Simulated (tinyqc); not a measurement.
## Silicon n-p-n transistor, Gummel numbers and transit times: effect of the neutral base width

One-dimensional n-p-n transistor in the forward active mode at low injection. In the base p(x) = NB exp(-eta x/wb) and ni(x)^2 = ni^2 exp((g0 + g1 x/wb)/Vt); electrons leave the base at vsat; band spikes at the emitter junction and recombination inside the emitter are ignored.

f(x) = p(x) ni^2/ni(x)^2; I(x) = integral from x to wb of f/Dn, plus f(wb)/vsat; base Gummel number GB = I(0); electron density per unit flux n/(J/q) = I/f; base transit time tauB = integral of I/f over the base. ni = sqrt(Nc Nv) exp(-Eg/(2 Vt)), Eg in volts; GE = NE exp(-gE/Vt)(we/Dp + 1/Se); JC = J0 exp(VBE/Vt), J0 = q ni^2/GB; gain limited by back injection GE/GB, by base recombination tb/tauB, together 1/beta = the sum of the inverses; collector layer one-sided, Wc = sqrt(2 eps0 eps_r (Vbc + VCB)/(q NC)), Vbc = Vt ln(p(wb) NC/ni^2), Cjc = eps0 eps_r/Wc; Early voltage VA = GB q p(wb)/(f(wb) Cjc [1/Dn - (eta + g1/Vt)/(wb vsat)]), f(wb) = p(wb) exp(-(g0 + g1)/Vt), p(wb) = NB exp(-eta); tauC = Wc/(2 vsat). Peak fT here means 1/(2 pi (tauB + tauC + Rc Cjc)); base sheet resistance 1/(q mp times the integral of p).

Parameters, values chosen for the exercise; band and dielectric values close to those of silicon: temperature T = 300 K; band gap Eg = 1.1 eV; relative permittivity eps_r = 11.7; conduction-band density of states at T Nc = 2.82e19 cm^-3; valence-band density of states at T Nv = 2.69e19 cm^-3; saturation velocity vsat = 9.97e6 cm/s; base doping at the emitter edge NB = 1e17 cm^-3; doping falls as exp(-eta x/wb) eta = 0; gap reduction at the emitter edge of the base g0 = 0 eV; further gap reduction across the base (linear) g1 = 0 eV; electron diffusion coefficient in the base Dn = 8.7 cm^2/s; emitter doping NE = 5.3e19 cm^-3; gap reduction in the emitter (negative: wider gap) gE = 0.063 eV; neutral emitter width we = 91 nm; hole diffusion coefficient in the emitter Dp = 1.2 cm^2/s; recombination velocity at the emitter contact Se = 50000 cm/s; electron lifetime in the base tb = 2e-7 s; collector doping NC = 2.9e16 cm^-3; collector-base reverse bias VCB = 1.4 V; emitter plus collector resistance Rc = 15 ohm um^2; hole mobility in the base mp = 150 cm^2/(V s).

Constants: q = 1.602176634e-19 C, kB = 1.380649e-23 J/K, Vt = kB T/q, eps0 = 8.8541878128e-14 F/cm where lengths are in cm. Results are converted to the units shown.

The same in every row: tauC (ps) = 1.563.

Effect of the neutral base width:
```
wb (nm)  GB (s/cm^4)  GE/GB  tb/tauB   beta  VA (V)  tauB (ps)  peak fT (GHz)  base sheet resistance (kohm)
55          7.325e10   1745  8.733e4   1711   3.071      2.290          41.25                         75.65
82          1.043e11   1226  4.267e4   1191   4.372      4.687          25.45                         50.74
120         1.480e11  863.8  2.110e4  829.8   6.204      9.479          14.41                         34.68
180         2.169e11  589.2     9791  555.7   9.095      20.43          7.236                         23.12
270         3.204e11  398.9     4484  366.3   13.43      44.60          3.447                         15.41
400         4.698e11  272.1     2084  240.6   19.70      95.97          1.632                         10.40
590         6.882e11  185.7    971.0  155.9   28.85      206.0         0.7669                         7.053
880         1.022e12  125.1    440.6  97.45   42.83      453.9         0.3494                         4.728
```

What does the comparison show?

As wb goes from 55 to 880, beta falls from 1710 to 97.4, VA rises from 3.07 to 42.8 V, the peak fT falls from 41.3 to 0.349 GHz and the base sheet resistance falls from 75.7 to 4.73 kohm. The product beta VA changes by a factor of 0.794. Back injection limits the gain in every row. tauB goes as wb^(1.91), between the 2 of diffusion and the 1 of the exit-velocity term. In every row the collector doping exceeds a tenth of the base doping at that edge, so the one-sided formulas are rough.

Range of the model: Heavy doping makes emitter or base degenerate; gE and g0 are to be read as apparent gap changes that include this.

Computed by the program tinyqc: `OMP_NUM_THREADS=1 python tinyqc.py 2320163 2320164 out.jsonl`, one thread of a shared Intel Xeon 2.30GHz, about 0.01 s for the whole run.
